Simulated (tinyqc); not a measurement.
Inside a calculation. Model: Haynes-Shockley experiment: drift, diffusion and decay of a minority-carrier pulse. Computed by tinyqc, a small Python program that keeps every step. Command: `OMP_NUM_THREADS=1 python tinyqc.py 3113170 3113171 out.jsonl haynes walk`. One thread of a shared host (Intel(R) Xeon(R) Processor @ 2.30GHz), about 0.01 s of CPU time with the checks. Intermediate numbers are printed to about 6 digits and carried at full precision; extremes and crossings named in words are read from the listed rows.

A thin sheet of excess carriers is made at x = 0, t = 0 in a long uniform bar; injection is low, so the pulse moves with the minority mobility.

Inputs (values chosen for the exercise, modelled on holes in n-type silicon in a lightly doped bar): minority mobility mu = 403 cm^2/(V s); lifetime tau = 8.7 microsecond; temperature T = 300 K; field F = 18 V/cm; distance d to the collector = 0.17 cm; second distance d2 = 0.4 cm; injected sheet density N0 = 2.6e+09 1/cm^2.

Constants: k_B = 8.617333262e-05 eV/K.

## Transport coefficients

D = mu k_B T/e, v = mu F. Transit time d/v, diffusion length sqrt(D tau), drift length v tau, Peclet number v d/D = e F d/(k_B T).

D = 10.4184 cm^2/s

drift velocity v = 7254 cm/s

transit time d/v = 23.4353 microsecond

diffusion length = 95.2049 micrometre

drift length v tau = 0.0631098 cm

Peclet number = 118.366

The pulse must travel 2.69 drift lengths.

## The signal at the collector

dn(x, t) = N0/sqrt(4 pi D t) exp(-(x - v t)^2/(4 D t) - t/tau). At fixed x the signal peaks where d ln(dn)/dt = 0: a t^2 + t/2 - x^2/(4 D) = 0 with a = v^2/(4 D) + 1/tau. The full width at half maximum is found by solving dn(x, t) = peak/2 on both sides of the peak.

time of the peak t_p = 22.2557 microsecond

peak density = 3.44731e+09 1/cm^3

width at half maximum = 6.68437 microsecond

The peak comes 5.0 % before d/v, since spreading and recombination both weaken the later part of the pulse.

## Shape in time

Times are 0.7, 0.8, 0.9, 0.95, 1, 1.05, 1.1, 1.2 and 1.4 t_p.

Signal at d:
```
t/t_p  t (microsecond)  dn (1/cm^3)  dn/peak
0.70           15.5790  6.45469e+07  0.01872
0.80           17.8045  7.34300e+08  0.21301
0.90           20.0301  2.44501e+09  0.70925
0.95           21.1429  3.17796e+09  0.92187
1.00           22.2557  3.44731e+09  1.00000
1.05           23.3684  3.20274e+09  0.92906
1.10           24.4812  2.60300e+09  0.75508
1.20           26.7068  1.23092e+09  0.35707
1.40           31.1579  1.01085e+08  0.02932
```

At 0.9 and 1.1 t_p the signal is 0.709 and 0.755 of its peak: the trailing side is the wider one.

## Simple reading of the pulse

With w the full width at half maximum: mu = d/(F t_p); D = (w d)^2/(16 ln2 t_p^3); Einstein ratio D/mu against k_B T/e.

apparent mobility = 424.362 cm^2/(V s)

apparent D = 10.5621 cm^2/s

apparent D/mu = 24.8895 mV

error of mu = 5.30064 %

error of D = 1.38007 %

The true k_B T/e is 25.85 mV.

## Two distances

Differences remove part of the bias: mu = (d2 - d)/(F (t_p2 - t_p)). The time-integrated signal is A(x) = (N0/u) exp(x (v - u)/(2 D)), u = sqrt(v^2 + 4 D/tau); the simple lifetime is tau = (t_p2 - t_p)/ln(A(d)/A(d2)).

t_p2 = 52.6104 microsecond

mobility from two distances = 420.949 cm^2/(V s)

area ratio A(d)/A(d2) = 35.3422

lifetime from areas = 8.51446 microsecond

Errors: mobility +4.45 % (one distance +5.30 %), lifetime -2.13 %.

## How the errors depend on the field

With w that width: mu = d/(F t_p); D = (w d)^2/(16 ln2 t_p^3). The field is scaled by the factors listed.

Errors of the simple reading:
```
factor  F (V/cm)    v d/D  v^2 tau/(4 D)  error of mu (%)  error of D (%)
0.5          9.0   59.183          2.746          18.4975         2.48349
0.7         12.6   82.856          5.383          10.1069         1.89653
1.0         18.0  118.366         10.985           5.3006         1.38007
1.5         27.0  177.549         24.717           2.5676         0.93984
2.5         45.0  295.915         68.659           1.0641         0.56987
4.0         72.0  473.464        175.766           0.4955         0.35731
7.0        126.0  828.563        538.284           0.2136         0.20439
```

The error of mu falls from 18.5 to 0.214 %. For large v d/D it is about D/(v d) + 2 D/(v^2 tau), here 0.214 % in the last row: one part from spreading, one from recombination.

Checks made by the program: area of the signal against its closed form (relative difference below 1e-10).
